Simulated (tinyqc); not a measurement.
## One gate, two gates and a surrounding gate

Below threshold the potential that source and drain add obeys Laplace's equation, vanishes on the gates and decays along the channel as exp(-k y). The same ts (depleted depth over a conducting body, body thickness or wire diameter), ti and permittivities in three geometries; k is the smallest positive root of: one gate, f(k) = eps_r sin(k ti) cos(k ts) + ei cos(k ti) sin(k ts); two gates, f(k) = ei cos(k ti) cos(k ts/2) - eps_r sin(k ti) sin(k ts/2); wire, f(k) = ei J0(u)[J1(u) Y0(v) - Y1(u) J0(v)] - eps_r J1(u)[J0(u) Y0(v) - Y0(u) J0(v)], u = k ts/2, v = u + k ti. Parabolic estimates of l: sqrt((eps_r/ei) ts ti); sqrt((eps_r/(2 ei)) ts ti (1 + ei ts/(4 eps_r ti))); sqrt([2 eps_r ts^2 ln(1 + 2 ti/ts) + ei ts^2]/(16 ei)), in the same order.

Parameters, values chosen for the exercise; permittivities: semiconductor made up, insulator close to that of hafnium oxide:
- eps_r = 12.5 (relative permittivity of the semiconductor)
- ei = 21.1 (relative permittivity of the insulator)
- ti = 4.2 nm (insulator thickness)
- ts = 8.3 nm (body thickness)

Scale lengths (nm):
```
                                 Lambda = pi/k  l = 1/k  l(parabolic)
one gate over a conducting body          11.64    3.706         4.544
two gates                                14.34    4.564         4.352
wire                                     9.687    3.083         2.806
```

The wire has the shortest scale length, 0.676 times that of the double gate; the single gate over a conducting body has 0.812 times it, its layer ending directly on a conductor where the double gate has a second insulator. The parabolic estimates are 23 % above, 4.6 % below and 9.0 % below the exact l, in the order of the rows.

Computed by the program tinyqc: `OMP_NUM_THREADS=1 python tinyqc.py 2420007 2420008 out.jsonl`, one thread of a shared Intel Xeon 2.30GHz, about 0.01 s for the whole run.
